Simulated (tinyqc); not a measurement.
Out-diffusion of a doped substrate or buried layer into a growing epitaxial film: one step, computed by the program tinyqc.

x is counted from the original substrate surface into the film, whose surface moves as x = v t. Substrate dopant has one diffusivity; the dopant of the film is taken as uniform.

Question. Transition width. After growth and the later budget: l2 = 2 sqrt(D t + (Dt)2); C(x) = (C_s/2) erfc(x/l2) + share x C_s exp(-x/decay length) for x > 0 (autodoping taken as unchanged by the later budget). The transition x_t solves C(x) = C_e, where the total doping is twice the intended value. Usable film = d - x_t. Also give x_t for the erfc term alone, after growth and after the later budget.

Inputs (values chosen for the exercise, modelled on antimony in silicon):

| quantity | value | unit |
|---|---|---|
| substrate concentration C_s | 3.1e+19 | 1/cm^3 |
| film doping C_e | 4.5e+16 | 1/cm^3 |
| film thickness d | 0.84 | um |
| growth temperature T | 1075 | C |
| autodoping level at the start, as a share of C_s | 2e-05 | - |
| decay length of autodoping | 0.2 | um |
| later thermal budget (Dt)2 | 9.9e-11 | cm^2 |

Film doping: same type as the substrate.

length l = 0.03833383 um

Give: length l2; x_t after growth, erfc alone; x_t after the later budget, erfc alone; x_t with autodoping; usable film.

Answer.

length l2 = 0.2027 um

x_t after growth, erfc alone = 0.08072 um

x_t after the later budget, erfc alone = 0.4267 um

x_t with autodoping = 0.4268 um

usable film = 0.4132 um

Solid-state diffusion sets the transition. The later budget is 27 times that of the growth. Caution: the substrate doping is comparable to or above the intrinsic density at growth temperature, so the diffusivity may be higher on that side.
